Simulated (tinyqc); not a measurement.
# Phonon and roughness prefactors from two fields

Problem. At 300 K and high field 1/mu = E^(1/3)/Ap + E^gs/As, E in MV/cm. Find Ap and As.

Parameters, values chosen for the exercise:
- gs = 2 (exponent of the roughness term)

mu at E = 0.48 and 1.12 MV/cm (cm^2/(V s)): 489.36554  244.77194

Answer. Two linear equations in 1/Ap and 1/As.

Ap = 458 cm^2/(V s)
As = 690 cm^2/(V s)

Program tinyqc, `OMP_NUM_THREADS=1 python tinyqc.py 2510114 2510115 out.jsonl`; Intel Xeon 2.30GHz, shared host, one thread, about 0.01 s.
